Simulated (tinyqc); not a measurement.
Deep-level transient spectroscopy (DLTS) of one majority-carrier trap: one step, computed by the program tinyqc.

A filling pulse loads the traps in a one-sided junction; under reverse bias they empty at the rate e, and the capacitance relaxes as C(t) = C_0 - dC exp(-e t). The signal is S = [C(t_2) - C(t_1)]/dC.

Problem. Peak temperature and width. e = g sigma v N_b exp(-E/k_B T), v = sqrt(3 k_B T/m), N_b = 2 M (2 pi m k_B T/h^2)^(3/2), sigma = sigma_0, E = E_t - dE with the one-dimensional Poole-Frenkel lowering dE = sqrt(e^3 F/(pi eps eps_0)), F being held as an input apart from the bias (the centre is charged when empty). S(e) = exp(-e t_1) - exp(-e t_2) peaks at the rate window e_0 = ln(t_2/t_1)/(t_2 - t_1). T_p solves e(T) = e_0 (bisection between 15 and 1500 K); the half-height points solve S = S_max/2 on either side.

Inputs (values chosen for the exercise, with mass and screening modelled on 4H-SiC):
```
quantity                    value  unit
density-of-states mass m    0.405   m_0
valleys M                       3     -
trap depth E_t               1.02    eV
cross-section sigma_0     2.3e-14  cm^2
degeneracy ratio g            0.5     -
gate time t_1               0.003     s
ratio t_2/t_1                  10     -
temperature T                 666     K
dielectric constant eps      9.81     -
mean field F                40000  V/cm
```

Carriers: electrons. Extra term: Poole-Frenkel lowering.

rate window e_0 = 85.28093 1/s

peak height S_max = 0.6968373

Constants: k_B = 8.617333262e-05 eV/K; k_B = 1.380649e-23 J/K; m_0 = 9.1093837015e-31 kg; h = 6.62607015e-34 J s; e = 1.602176634e-19 C; eps_0 = 8.8541878128e-12 F/m.

Give: peak temperature T_p; lower half-height point; upper half-height point; full width.

Solution.

peak temperature T_p = 444.22 K

lower half-height point = 419.38 K

upper half-height point = 468.40 K

full width = 49.013 K

The width is 11.0 % of T_p, and E_t is 26.6 k_B T_p.
